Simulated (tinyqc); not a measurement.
Deal-Grove kinetics of thermal oxidation of silicon: one step, computed by the program tinyqc.

Oxidant diffuses through the oxide and reacts at the interface, so that dx/dt = B/(A + 2x) for the oxide thickness x.

Problem. Two steps, the one at T2 first. B = B0 p exp(-E_B/(k_B T)), B/A = (B/A)0 p^m exp(-E_A/(k_B T)), p in atm; A = B/(B/A). Temperatures in kelvin are T(C) + 273.15. tau = (x_i^2 + A x_i)/B and x = (A/2) [sqrt(1 + 4 B (t + tau)/A^2) - 1], the root of x^2 + A x = B (t + tau). First t2 at T2 from x_i, then t at T from the thickness reached.

Inputs (values chosen for the exercise, close to those used for silicon):
```
quantity                       value    unit
prefactor B0                     830  um^2/h
activation energy E_B           1.22      eV
prefactor (B/A)0            6.59e+06    um/h
activation energy E_A           1.99      eV
temperature T                   1125       C
oxidant pressure p                 1     atm
pressure exponent m of B/A      0.74       -
initial oxide x_i              0.025      um
time t                          0.54       h
temperature of step 2, T2        850       C
time of step 2, t2              0.57       h
```

Ambient: dry oxygen. Surface: (111). Extension: second step.

length A = 0.07511702 um

parabolic constant B = 0.03322464 um^2/h

Constants: k_B = 8.617333262e-05 eV/K.

Give: thickness after t2 at T2; final thickness in this order.

Solution.

thickness after t2 at T2 = 0.02884 um

final thickness in this order = 0.1119 um
